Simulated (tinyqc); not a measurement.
The three schemes as the step is halved: finite-difference solution of the diffusion equation on a small grid. Computed by tinyqc, a small Python program. Command: `OMP_NUM_THREADS=1 python tinyqc.py 3030386 3030387 out.jsonl fdiff walk`. One thread of a shared host (Intel(R) Xeon(R) Processor @ 2.30GHz), about 0.01 s of CPU time with the checks.

dC/dt = D d2C/dx2 on nodes x_j = j dx, j = 0..8; the far end is sealed.

Inputs (values chosen for the exercise): diffusivity D = 0.3 nm^2/s; grid spacing dx = 10 nm; time step dt = 660 s; final time t_f = 10560 s; loss velocity h = 0.0015 nm/s.

Boundary at x = 0: surface loss. Scheme: implicit.

start values C_j, j = 0, 1, ... (% of a reference): [5.88, 12.6, 62.4, 100, 53.1, 18.9, 6.18, 0, 0]

Method:
- The operator M acts as (M C)_j = C_(j-1) - 2 C_j + C_(j+1); at the sealed far end a mirror node gives 2 C_(N-2) - 2 C_(N-1); at j = 0, the outward flux h C_0 gives 2 C_1 - (2 + 2 h dx/D) C_0.
- r = D dt/dx^2.
- The mode of M with eigenvalue mu has its amplitude multiplied per step by g = (1 + (1 - theta) r mu)/(1 - theta r mu), with theta = 0 explicit, 1 implicit, 1/2 Crank-Nicolson; the explicit scheme is stable for r up to 2/|mu_min|.
- With r = D dt/dx^2: (1 - theta r M) C(new) = (1 + (1 - theta) r M) C(old); theta = 0 explicit, 1 implicit, 1/2 Crank-Nicolson.
- Each run reaches t_f in n equal steps; errors are the largest difference from exp(M D t_f/dx^2) C(0). A dash marks unstable explicit runs.

largest stable r of the explicit scheme = 0.499105

Largest error at t_f (%):
```
steps n        r  explicit  implicit  Crank-Nicolson
4        7.92000         -   0.78667      1.1928e+01
8        3.96000         -   0.34782      9.3052e-01
16       1.98000         -   0.15594      6.1444e-03
32       0.99000         -   0.07277      1.5299e-03
64       0.49500   0.34180   0.03501      3.8298e-04
128      0.24750   0.01643   0.01715      9.5776e-05
256      0.12375   0.00831   0.00849      2.3946e-05
```

What follows from these numbers?

From the last two rows, halving the step divides the error by 1.98 (explicit), 2.02 (implicit), 4.00 (Crank-Nicolson): a factor 2 marks first order in dt and 4 second order. The explicit scheme needs n of at least 64 to be stable; the other two are stable at any step.

Extremes, crossings and ranges named in words are read from the listed rows.
